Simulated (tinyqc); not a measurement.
Inside a calculation. Model: two-valley model of the transferred-electron effect. Computed by tinyqc, a small Python program that keeps every step. Command: `OMP_NUM_THREADS=1 python tinyqc.py 3020045 3020046 out.jsonl gunn walk`. One thread of a shared host (Intel(R) Xeon(R) Processor @ 2.30GHz), about 0.01 s of CPU time with the checks. Intermediate numbers are printed to about 6 digits and carried at full precision; extremes and crossings named in words are read from the listed rows.

Both kinds of valley share one electron temperature T_e, and each has a constant mobility.

Inputs (values chosen for the exercise, for a model semiconductor): central-valley mass m1 = 0.041 m_0; satellite-valley mass m2 = 0.24 m_0; satellite valleys Z = 4; valley separation dE = 0.88 eV; central-valley mobility mu1 = 4000 cm^2/(V s); satellite-valley mobility mu2 = 410 cm^2/(V s); energy relaxation time tau_E = 0.3 ps; lattice temperature T = 300 K; electric field F = 27 kV/cm; mixing = 0.8; iteration cap = 50.

Solver: damped fixed point.

Constants: k_B = 8.617333262e-05 eV/K.

## Equilibrium

Density-of-states ratio R = Z (m2/m1)^(3/2); n2/n1 = R exp(-dE/(k_B T_e)); mean mobility mu = (mu1 + mu2 n2/n1)/(1 + n2/n1); energy balance e mu F^2 = (3/2) k_B (T_e - T)/tau_E; v = mu F.

R = 56.6502

n2/n1 without field = 9.32936e-14

low-field mobility = 4000 cm^2/(V s)

dE is 34.0 k_B T, so the satellites are empty without field.

## First two iterations

Fixed point from T_e = T: T_out = T + (2/3) e mu(T_e) F^2 tau_E/k_B, T_new = T_e + mixing (T_out - T_e); stop when |T_out - T_e| is below 1e-6 K.

T_out of iteration 1 = 7067.75 K

T_e after iteration 1 = 5714.20 K

mu at that T_e = 752.375 cm^2/(V s)

T_e after iteration 2 = 2401.22 K

## Electron temperature

The formulas are those given above.

Course of the iteration:
```
iteration  T_e (K)  mu (cm^2/(V s))  |T_out - T_e| (K)
1           300.00          4000.00            6767.75
2          5714.20           752.37            4141.23
3          2401.22          2398.05            1956.14
4          3966.13          1085.45            1829.62
5          2502.43          2244.42            1594.98
6          3778.42          1158.40            1518.47
7          2563.64          2156.99            1385.86
...            ...              ...                ...
44         3297.97          1418.10             598.63
45         2819.07          1838.28             591.19
46         3292.02          1422.17             585.80
47         2823.38          1833.53             578.84
48         3286.45          1425.99             573.76
49         2827.44          1829.07             567.22
50         3281.22          1429.60             562.42
```

electron temperature T_e = 2831.29 K

Not converged within 50 iterations: the residual falls at every step, but slowly, by a factor of about 0.990 a step. T_e jumps up and down: T_out falls steeply as T_e rises, since hot electrons move to the slow valleys, and this mixing overshoots.

Reruns converge with mixing = 0.1, iteration cap = 600; or with mixing = 0.03, iteration cap = 600; or with solver = bisection, iteration cap = 600.
